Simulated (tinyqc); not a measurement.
All-pass ring resonator: one step of the calculation.

A ring of length L = 2 pi Rr coupled to one bus waveguide: round-trip amplitude a = 10^(-al L/20), self-coupling t = sqrt(1 - k2). At detuning d from the resonance the round-trip phase is p = 2 pi d/FSR and the transmission T = (a^2 - 2 a t cos p + t^2)/(1 - 2 a t cos p + a^2 t^2). Lossless coupler, linear absorption only.

Problem. Thermal shift of the resonance. T is the transmission at d = dl - s, p = 2 pi d/FSR; out = (lam dT/ng) Rt fa (1 - T) Pin; s(new) = s + 0.5 (out - s).

Values chosen for this exercise; values close to those of silicon waveguides:
- lam = 1550 nm (cold resonance wavelength)
- ng = 4.31 (group index)
- dT = 0.00017 1/K (thermo-optic change of the effective index)
- Rt = 7.1 K/mW (thermal resistance)
- fa = 0.79 (share of the loss that heats the ring)
- Pin = 0.12 mW (input power)
- dl = -7.9 pm (laser detuning from the cold resonance)

s at the start = 0 pm
a = 0.99038938
t = 0.99564050
FSR = 5.9144586 nm

Wanted: d; T; out; s after iteration 1.

Solution.

d = -7.9000 pm
T = 0.36830
out = 25.995 pm
s after iteration 1 = 12.997 pm

Numbers from tinyqc (`OMP_NUM_THREADS=1 python tinyqc.py 2650024 2650025 out.jsonl`; about 0.01 s on one thread of a shared Intel Xeon 2.30GHz).
